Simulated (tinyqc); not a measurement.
Hubbard ring of 4 sites, step by step. One step of it, computed by the program tinyqc.

Task: Mean-field iteration 1. H(up) = T + U n(down), H(down) = T + U n(up); fill the lowest levels; n(new) = n + mixing (n(out) - n); E = tr T (rho up + rho down) + U sum n_up n_down of the output.

one-body matrix (hopping and site energies) (eV):
```
,1,2,3,4
1,0.000000,-1.180000,0.000000,-1.180000
2,-1.180000,0.000000,-1.180000,0.000000
3,0.000000,-1.180000,0.000000,-1.180000
4,-1.180000,0.000000,-1.180000,0.000000
```

U = 10.700000 eV

electrons, up and down: 3  2

mixing = 0.200000

n(up) at the start (a guess, not normalised): 1 0.800000, 2 0.700000, 3 0.800000, 4 0.700000

n(down) at the start (a guess): 1 0.450000, 2 0.550000, 3 0.450000, 4 0.550000

Give: levels, up; levels, down; energy; n(up) after iteration 1; n(down) after iteration 1.

Result:

levels, up (eV): 2.9301  4.8150  5.8850  7.7699

levels, down (eV): 5.6051  7.4900  8.5600  10.4449

energy = 10.7246 eV

n(up) after iteration 1: 1 0.8011, 2 0.6989, 3 0.8011, 4 0.6989

n(down) after iteration 1: 1 0.3989, 2 0.6011, 3 0.3989, 4 0.6011
